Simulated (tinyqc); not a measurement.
Voltage drop against the resistance of a horizontal segment.

A grid of 17 by 17 nodes with segments Rx (rows) and Ry (columns); every node draws I1 and the central node kh I1; pads with resistance Rp sit at the nodes whose row and column are multiples of the pitch, counting from 0. The drops u = Vdd - V follow from G u = i, with G the conductance matrix and i the load currents, solved directly. Here the pitch is 4.

Parameters, values chosen for the exercise: supply voltage Vdd = 0.9 V; resistance of a vertical segment Ry = 0.23 ohm; resistance from a pad node to the supply Rp = 0.11 ohm; factor on the load at the hot node kh = 8; load current of a node in the large grid I1 = 0.56 mA.

Voltage drop against the resistance of a horizontal segment:
```
Rx (ohm)	pads	worst drop (mV)	mean drop (mV)	largest drop at a pad (mV)	largest pad current (mA)	worst drop over Vdd (%)
0.069	25	1.277	1.045	1.042	9.474	0.1419
0.14	25	1.420	1.147	1.096	9.967	0.1577
0.28	25	1.644	1.305	1.151	10.46	0.1827
0.55	25	2.020	1.547	1.199	10.90	0.2245
1.1	25	2.693	1.965	1.240	11.27	0.2992
2.2	25	3.957	2.730	1.272	11.57	0.4396
4.4	25	6.435	4.205	1.296	11.78	0.7149
```

What does the comparison show?

The worst drop rises from 1.28 to 6.43 mV and the mean drop rises from 1.05 to 4.21 mV. The worst drop goes as Rx^(0.15) between the first two rows and Rx^(0.70) between the last two. The central node is itself a pad.

Numbers from tinyqc (`OMP_NUM_THREADS=1 python tinyqc.py 2770160 2770161 out.jsonl`; about 0.09 s on one thread of a shared Intel Xeon 2.30GHz).
